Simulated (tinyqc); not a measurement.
Ellipsometry and reflectance of a transparent film on an absorbing substrate: two steps of the calculation.

Air (index 1), film, substrate with N2 = n2 - i k2; time factor exp(+i w t). q_j = sqrt(N_j^2 - sin^2 th), root with positive real part. Fresnel coefficients r_s = (q_a - q_b)/(q_a + q_b), r_p = (N_b^2 q_a - N_a^2 q_b)/(N_b^2 q_a + N_a^2 q_b). tan(Psi) exp(i Delta) = R_p/R_s, Delta taken from 0 to 360 degrees.

Parameters, values chosen for the exercise; indices close to those of silicon dioxide on silicon:
```
symbol,value,unit,meaning
lam,405,nm,wavelength
th,65,degrees,angle of incidence
n1,1.448,,index of the transparent film
d,45,nm,film thickness
n2,5.42,,index of the substrate
k2,0.329,,extinction coefficient of the substrate
```

Question 1. Interface coefficients and thickness period. q0, q1, q2 and the coefficients r01 and r12 for p and s; the results repeat in d with the period lam/(2 q1).

Wanted: q0; q1; q2; r01,p; r01,s; r12,p; r12,s; period.

Answer 1.

q0 = 0.4226
q1 = 1.129
q2 = 5.344-0.334i
r01,p = -0.1207
r01,s = -0.4554
r12,p = 0.4960-0.0222i
r12,s = -0.6520+0.0179i
period = 179.3 nm

Question 2. Psi, Delta and reflectances. beta = 2 pi d q1/lam, X = exp(-2 i beta), R = (r01 + r12 X)/(1 + r01 r12 X) for p and s.

q1 = 1.1292963
r01,p = -0.12066623
r01,s = -0.45535886
r12,p = 0.49602558-0.02221297i
r12,s = -0.65201429+0.01793774i

Find: beta; X; R_p; R_s; Psi; Delta; |R_p|^2; |R_s|^2.

Answer 2.

beta = 0.7884 rad
X = -0.006-1.000i
R_p = -0.1743-0.4840i
R_s = -0.5829+0.4837i
Psi = 34.18 degrees
Delta = 109.9 degrees
|R_p|^2 = 0.2646
|R_s|^2 = 0.5737

The bare substrate gives Psi = 25.10 and Delta = 177.02 degrees.

tinyqc, about 0.5 s, one thread, Intel Xeon 2.30GHz (shared host): `OMP_NUM_THREADS=1 python tinyqc.py 2870128 2870129 out.jsonl`
